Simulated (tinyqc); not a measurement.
Haynes-Shockley experiment: what a collector records, against the distance from injector to collector.

A sheet injected at x = 0, t = 0 gives at x = L the signal n(t) = N0 exp(-t/tau - (L - v t)^2/(4 D t))/sqrt(4 pi D t), D = mu Vt, v = mu F. Its peak lies at tp = [-D + sqrt(D^2 + u^2 L^2)]/u^2, u^2 = v^2 + 4 D/tau; dt is the full width at half height. Simple readings: mobility L/(F tp), diffusion coefficient (L dt/tp)^2/(16 ln 2 tp). Area v times the integral of n over N0: (v/u) exp(L (v - u)/(2 D)).

Values chosen for this exercise:
```
symbol   value        unit                      meaning
T          300           K                  temperature
mu         196  cm^2/(V s)    minority-carrier mobility
F           38        V/cm  sweep field along the drift
tau     9.8e-7           s                     lifetime
```

Constants: q = 1.602176634e-19 C, kB = 1.380649e-23 J/K, Vt = kB T/q. Results are converted to the units shown.

Result of one run:

| L (um) | L/v (us) | tp (us) | dt (us) | apparent mobility (cm^2/(V s)) | apparent D (cm^2/s) | area | exp(-L/(v tau)) |
|---|---|---|---|---|---|---|---|
| 83 | 1.114 | 0.8869 | 0.8007 | 246.3 | 5.708 | 0.2995 | 0.3207 |

What becomes of these results when the distance from injector to collector L is changed from 83 to 19 um, all else the same?

Result of the changed run:

| L (um) | L/v (us) | tp (us) | dt (us) | apparent mobility (cm^2/(V s)) | apparent D (cm^2/s) | area | exp(-L/(v tau)) |
|---|---|---|---|---|---|---|---|
| 19 | 0.2551 | 0.1611 | 0.3308 | 310.3 | 8.515 | 0.6716 | 0.7708 |

The whole series:

| L (um) | L/v (us) | tp (us) | dt (us) | apparent mobility (cm^2/(V s)) | apparent D (cm^2/s) | area | exp(-L/(v tau)) |
|---|---|---|---|---|---|---|---|
| 19 | 0.2551 | 0.1611 | 0.3308 | 310.3 | 8.515 | 0.6716 | 0.7708 |
| 31 | 0.4162 | 0.2949 | 0.4544 | 276.7 | 6.978 | 0.5772 | 0.6540 |
| 50 | 0.6713 | 0.5103 | 0.6034 | 257.9 | 6.178 | 0.4542 | 0.5041 |
| 83 | 1.114 | 0.8869 | 0.8007 | 246.3 | 5.708 | 0.2995 | 0.3207 |
| 140 | 1.880 | 1.539 | 1.059 | 239.4 | 5.437 | 0.1459 | 0.1469 |
| 220 | 2.954 | 2.455 | 1.341 | 235.8 | 5.299 | 0.05317 | 0.04909 |
| 370 | 4.968 | 4.174 | 1.751 | 233.3 | 5.204 | 0.008012 | 0.006288 |
| 600 | 8.056 | 6.809 | 2.238 | 231.9 | 5.151 | 4.399e-4 | 2.691e-4 |

True values: mu = 196 cm^2/(V s), D = 5.07 cm^2/s. The apparent mobility is 58 % above the true one in the first row and 18 % above it in the last, and the apparent D 68 % above and 1.7 % above D. The peak always comes before L/v, since spreading and decay both weigh down the later part of the signal; the shift is 37 % and 15 % in these rows.

Program tinyqc, `OMP_NUM_THREADS=1 python tinyqc.py 2310109 2310110 out.jsonl`; Intel Xeon 2.30GHz, shared host, one thread, about 0.01 s.
